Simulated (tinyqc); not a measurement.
Electromigration in a confined line: Blech product, Korhonen stress evolution and Black's law: one step, computed by the program tinyqc.

The electron wind pushes atoms from the cathode (x = 0) to the anode (x = L); blocking ends build a back stress (tension positive). The input rho is taken not to change with temperature. d sigma/dt = d/dx [kappa (d sigma/dx + G)], with zero flux at both ends and sigma = sigma_0 at t = 0.

Task: Extrapolation by Black's law. Median life t50 = A j^(-n) exp(E/(k_B T)); acceleration factor = t50(use)/t50(test) = (j/j_u)^n exp[(E/k_B)(1/T_u - 1/T)]. Temperatures in kelvin are T(C) + 273.15.

Inputs (values chosen for the exercise, close to those used for ruthenium lines):

| quantity | value | unit |
|---|---|---|
| activation energy E | 1.37 | eV |
| current density j | 0.56 | MA/cm^2 |
| line length L | 28 | um |
| test temperature T | 240 | C |
| use temperature T_u | 85 | C |
| use current density j_u | 1.7 | MA/cm^2 |
| current exponent n | 1.2 | - |

Start: thermal stress.

Constants: k_B = 8.617333262e-05 eV/K.

Give: current factor; temperature factor; acceleration factor.

Result:

current factor = 0.26381

temperature factor = 6.6543e+05

acceleration factor = 1.7555e+05

Caution: the test j L lies below the critical product, so the line would not void in the test and the acceleration factor is formal.
